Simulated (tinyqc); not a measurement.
The basis set: RHF and MP2 along a ladder of basis sets, for H2, spin multiplicity 1. Computed by the program tinyqc with PySCF. Same geometry throughout; the dipole is taken about the origin.

Geometry (angstrom):

| atom | x | y | z |
|---|---|---|---|
| H | 0.0000 | 0.0000 | 0.0000 |
| H | 0.0000 | 0.0000 | 0.6740 |

RHF and frozen-core MP2 in a ladder of bases:

| basis | functions | E(RHF) (hartree) | E(MP2 corr) (hartree) | HOMO (eV) | LUMO (eV) | dipole (debye) |
|---|---|---|---|---|---|---|
| sto-3g | 2 | -1.11589 | -0.01167 | -16.513 | 20.246 | 0.000 |
| 3-21g | 4 | -1.11984 | -0.01670 | -16.703 | 7.709 | 0.000 |
| 6-31g | 4 | -1.12422 | -0.01666 | -16.781 | 6.962 | 0.000 |
| cc-pvdz | 10 | -1.12416 | -0.02576 | -16.687 | 5.707 | 0.000 |
| aug-cc-pvdz | 18 | -1.12426 | -0.02666 | -16.699 | 1.694 | 0.000 |
| cc-pvtz | 28 | -1.13001 | -0.03146 | -16.760 | 4.789 | 0.000 |

Estimate the missing row, basis = 6-31g**.

Computed row:
```
basis    functions  E(RHF) (hartree)  E(MP2 corr) (hartree)  HOMO (eV)  LUMO (eV)  dipole (debye)
6-31g**         10          -1.12848               -0.02622    -16.765      6.974           0.000
```

From cc-pVDZ to cc-pVTZ the RHF energy falls by 5.8 mhartree and the correlation energy by 5.7. If valence correlation converges as X^-3, (27 E(T) - 8 E(D))/19 gives -0.0339 hartree, a rough estimate from such small X that usually falls short; STO-3G holds about 34 % of it. Beyond STO-3G the LUMO moves by 6.0 eV and the HOMO by 0.1 eV; diffuse functions lower the positive LUMO sharply, since an unbound virtual level tracks the most diffuse function.
